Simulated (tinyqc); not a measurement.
LDA (VWN5) atom on a uniform radial grid, spin-unpolarised, for Be, step by step. Computed by tinyqc, a small Python program that keeps every step. Settings: Z = 4, points = 256, R = 11.3, functional = lda,vwn, mixing = 0.4, iteration cap = 77. Command: `OMP_NUM_THREADS=1 python tinyqc.py 21852 21853 out.jsonl` (the two numbers bound the seeds that draw the settings). One thread of a shared host (Intel(R) Xeon(R) Processor @ 2.60GHz), about 0.8 s of CPU time with the checks. Later iterations appear only in the table of the cycle.

## Iteration 1

Spherical atom on a uniform radial grid r_j = j h with h = R/(N + 1), h sum u^2 = 1 and integrals as h times sums, u(0) = u(R) = 0 (atomic units):

| parameter | value |
|---|---|
| Z | 4 |
| points N | 256 |
| R | 11.300000 |
| h | 0.043969 |
| mixing | 0.400000 |
| electrons in 1s | 2 |
| electrons in 2s | 2 |

Three-point differences turn -u''/2 + [l(l+1)/2r^2 - Z/r + V] u = e u into a tridiagonal matrix (diagonal 1/h^2 + potential, off-diagonal -1/2h^2). D = sum f u^2; the Hartree potential y/r solves y'' = -D/r with y(0) = 0, y(R) = N_e; v_xc comes from rho = D/(4 pi r^2); E = sum f e - int D V + int D (V_H/2 + eps_xc); V(new) = V + mixing (V_H + v_xc - V).

eigenvalues (hartree): 1s -7.939074, 2s -1.996148

Every 16th grid point:

| r | V in | u(1s) | u(2s) | D | V_H | v_xc |
|---|---|---|---|---|---|---|
| 0.703502 | 0.000000 | 0.679491 | -0.392822 | 1.232036 | 4.301955 | -0.640342 |
| 1.407004 | 0.000000 | 0.082665 | -0.865386 | 1.511452 | 2.660953 | -0.444068 |
| 2.110506 | 0.000000 | 0.007543 | -0.565965 | 0.640746 | 1.874616 | -0.266730 |
| 2.814008 | 0.000000 | 0.000612 | -0.266085 | 0.141603 | 1.419422 | -0.142449 |
| 3.517510 | 0.000000 | 0.000047 | -0.106421 | 0.022651 | 1.136985 | -0.072148 |
| 4.221012 | 0.000000 | 3.40e-06 | -0.038637 | 0.002986 | 0.947625 | -0.035199 |
| 4.924514 | 0.000000 | 2.41e-07 | -0.013150 | 0.000346 | 0.812262 | -0.016583 |
| 5.628016 | 0.000000 | 1.68e-08 | -0.004273 | 0.000037 | 0.710730 | -0.007561 |
| 6.331518 | 0.000000 | 1.15e-09 | -0.001341 | 3.60e-06 | 0.631760 | -0.003353 |
| 7.035019 | 0.000000 | 7.75e-11 | -0.000410 | 3.36e-07 | 0.568584 | -0.001455 |
| 7.738521 | 0.000000 | 0 | -0.000122 | 3.00e-08 | 0.516895 | -0.000621 |
| 8.442023 | 0.000000 | 0 | -0.000036 | 2.59e-09 | 0.473820 | -0.000262 |
| 9.145525 | 0.000000 | 0 | -0.000010 | 2.16e-10 | 0.437372 | -0.000109 |
| 9.849027 | 0.000000 | 0 | -2.96e-06 | 1.75e-11 | 0.406131 | -0.000045 |
| 10.552529 | 0.000000 | 0 | -7.83e-07 | 0 | 0.379056 | 0.000000 |
| 11.256031 | 0.000000 | 0 | -3.46e-08 | 0 | 0.355365 | 0.000000 |

total energy = -13.44519880 hartree

## Iteration 2

As before.

eigenvalues (hartree): 1s -5.914545, 2s -1.097195

Every 16th grid point:

| r | V in | u(1s) | u(2s) | D | V_H | v_xc |
|---|---|---|---|---|---|---|
| 0.703502 | 1.464645 | 0.726614 | -0.244851 | 1.175839 | 4.073511 | -0.631098 |
| 1.407004 | 0.886754 | 0.112304 | -0.781049 | 1.245298 | 2.547858 | -0.418386 |
| 2.110506 | 0.643155 | 0.013634 | -0.662633 | 0.878537 | 1.842193 | -0.293544 |
| 2.814008 | 0.510789 | 0.001504 | -0.408888 | 0.334384 | 1.412639 | -0.184287 |
| 3.517510 | 0.425935 | 0.000157 | -0.217168 | 0.094324 | 1.135784 | -0.110424 |
| 4.221012 | 0.364970 | 0.000016 | -0.105759 | 0.022370 | 0.947431 | -0.064461 |
| 4.924514 | 0.318271 | 1.59e-06 | -0.048698 | 0.004743 | 0.812232 | -0.036882 |
| 5.628016 | 0.281267 | 1.55e-07 | -0.021566 | 0.000930 | 0.710726 | -0.020712 |
| 6.331518 | 0.251363 | 1.50e-08 | -0.009280 | 0.000172 | 0.631759 | -0.011426 |
| 7.035019 | 0.226852 | 1.44e-09 | -0.003906 | 0.000031 | 0.568584 | -0.006203 |
| 7.738521 | 0.206510 | 1.37e-10 | -0.001616 | 0.000005 | 0.516895 | -0.003322 |
| 8.442023 | 0.189423 | 1.30e-11 | -0.000658 | 8.67e-07 | 0.473820 | -0.001759 |
| 9.145525 | 0.174905 | 0 | -0.000264 | 1.40e-07 | 0.437372 | -0.000921 |
| 9.849027 | 0.162435 | 0 | -0.000104 | 2.14e-08 | 0.406131 | -0.000475 |
| 10.552529 | 0.151622 | 0 | -0.000036 | 2.60e-09 | 0.379056 | -0.000226 |
| 11.256031 | 0.142146 | 0 | -1.81e-06 | 0 | 0.355365 | -0.000030 |

total energy = -14.02545247 hartree

## Convergence

Stop when input and output potentials agree to 1e-7.

Course of the cycle (hartree):

| iteration | E | e(1s) | e(2s) | largest \|V(out) - V(in)\| |
|---|---|---|---|---|
| 1 | -13.44519880 | -7.939074 | -1.996148 | 6.64e+00 |
| 2 | -14.02545247 | -5.914545 | -1.097195 | 3.40e+00 |
| 3 | -14.23423507 | -4.858174 | -0.652646 | 1.70e+00 |
| 4 | -14.30233514 | -4.320000 | -0.430950 | 8.20e-01 |
| 5 | -14.32247110 | -4.052927 | -0.319653 | 3.88e-01 |
| 6 | -14.32791172 | -3.923705 | -0.263528 | 1.81e-01 |
| 7 | -14.32928364 | -3.862517 | -0.235107 | 8.34e-02 |
| 8 | -14.32961496 | -3.834044 | -0.220632 | 3.84e-02 |
| 9 | -14.32969332 | -3.820990 | -0.213206 | 1.77e-02 |
| 10 | -14.32971176 | -3.815093 | -0.209361 | 8.11e-03 |
| 11 | -14.32971614 | -3.812473 | -0.207351 | 3.73e-03 |
| ... | ... | ... | ... | ... |
| 22 | -14.32971756 | -3.810586 | -0.205045 | 1.35e-05 |
| 23 | -14.32971756 | -3.810587 | -0.205043 | 8.21e-06 |
| 24 | -14.32971756 | -3.810588 | -0.205042 | 4.96e-06 |
| 25 | -14.32971756 | -3.810589 | -0.205042 | 2.99e-06 |
| 26 | -14.32971756 | -3.810589 | -0.205041 | 1.80e-06 |
| 27 | -14.32971756 | -3.810589 | -0.205041 | 1.08e-06 |
| 28 | -14.32971756 | -3.810589 | -0.205041 | 6.52e-07 |
| 29 | -14.32971756 | -3.810589 | -0.205041 | 3.92e-07 |
| 30 | -14.32971756 | -3.810589 | -0.205041 | 2.36e-07 |
| 31 | -14.32971756 | -3.810589 | -0.205041 | 1.42e-07 |
| 32 | -14.32971756 | -3.810589 | -0.205041 | 8.52e-08 |

Converged in 32 iterations. A uniform grid resolves the cusp poorly: for a bare nucleus this grid gives 1s at -7.93907 against -Z^2/2 = -8 hartree. Before convergence this energy mixes input and output and is not variational, so it may rise towards its limit.
